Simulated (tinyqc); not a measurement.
Gate sweep: ballistic transport through the one-dimensional subbands of a rectangular nanowire or nanosheet channel. Computed by tinyqc, a small Python program. Command: `OMP_NUM_THREADS=1 python tinyqc.py 3024444 3024445 out.jsonl wire walk`. One thread of a shared host (Intel(R) Xeon(R) Processor @ 2.30GHz), about 0.02 s of CPU time with the checks.

Hard walls, parabolic subbands, transport along x. Energies are counted from the bulk conduction band edge at the top of the barrier, which the gate pulls down by U; the source Fermi level lies at the bulk edge when U = 0.

Inputs (values chosen for the exercise, modelled on silicon):
```
quantity                      value  unit
light mass m_t                 0.18   m_0
heavy mass m_l                0.914   m_0
height a                        3.8    nm
width b                         4.4    nm
equivalent oxide thickness t    2.2    nm
drain voltage V_D              0.05     V
temperature T                   150     K
```

Valleys: silicon [100] wire.

Constants: hbar^2/(2 m_0) = 3.80998212 eV angstrom^2; k_B = 8.617333262e-05 eV/K; m_0 = 9.1093837015e-31 kg; k_B = 1.380649e-23 J/K; hbar = 1.054571817e-34 J s; eps_0 = 8.8541878128e-12 F/m; e = 1.602176634e-19 C; h = 6.62607015e-34 J s.

Method:
- E_pq = (hbar^2 pi^2/2)(p^2/(m_y b^2) + q^2/(m_z a^2)); valley pairs: (m_x, m_y, m_z) = (m_t, m_t, m_l), (m_t, m_l, m_t), (m_l, m_t, m_t), each with degeneracy g = 2; the 10 lowest subbands are kept.
- F_j(eta) = (1/Gamma(j + 1)) int_0^infinity x^j/(1 + exp(x - eta)) dx, F_0 = ln(1 + exp(eta)). Integrals over x = E/(k_B T) use 160 Gauss-Legendre points in u = sqrt(x) from 0 to sqrt(max(eta, 0) + 32).
- With degeneracy g = 2, eta_i = (U - E_i)/(k_B T) and u = e V_D/(k_B T): line density n = sum_i g sqrt(2 m_x k_B T/pi)/(2 hbar) [F_-1/2(eta_i) + F_-1/2(eta_i - u)]; gate: e n = C_ox (V_G - U/e), C_ox = 3.9 eps_0 2 (a + b)/t (flat-plate estimate); I = (2 e k_B T/h) sum_i g [F_0(eta_i) - F_0(eta_i - u)].
- Open modes are sum_i g/(1 + exp(-eta_i)). The last column is e dn/dV_G over C_ox, taken up to the next row.

Subbands:
```
valley axis  p  q  E (meV)  m_x (m_0)
z            1  1  136.397      0.180
y            1  1  165.922      0.180
z            1  2  221.870      0.180
y            2  1  229.674      0.180
x            1  1  252.577      0.914
y            3  1  335.927      0.180
z            1  3  364.326      0.180
z            2  1  460.114      0.180
y            4  1  484.681      0.180
z            2  2  545.588      0.180
```

Against the gate voltage:
```
V_G (V)  U (meV)    n (1/nm)  I (microampere)  open modes    C_g/C_ox
-0.160   -160.00  1.7293e-11       2.3824e-10  2.4295e-10  1.8831e-07
-0.064    -64.00  2.9062e-08       4.0038e-07  4.0830e-07  1.5960e-03
0.056      55.81  3.0773e-04       4.2409e-03  4.3211e-03  4.1520e-01
0.190     134.17  8.9698e-02       1.3533e+00  1.0758e+00  8.0571e-01
0.290     153.60  2.1915e-01       3.6364e+00  2.1550e+00  8.6158e-01
0.420     171.59  3.9910e-01       6.9054e+00  3.1587e+00  8.9036e-01
0.560     186.94  5.9938e-01       1.0066e+01  3.8409e+00  9.0794e-01
0.720     201.67  8.3277e-01       1.2936e+01  4.4594e+00  9.2323e-01
0.890     214.72  1.0849e+00       1.5374e+01  5.2613e+00  9.3659e-01
1.100     228.04  1.4009e+00       1.8134e+01  6.4144e+00           -
```

What does the comparison show, and why?

Between the first two rows the current rises one decade per 30 mV, against the limit ln(10) k_B T/e = 30 mV. Above threshold C_g/C_ox lies between 0.81 and 0.94: the quantum capacitance in series costs little, since heavy or many subbands hold the charge.

Extremes, crossings and ranges named in words are read from the listed rows.
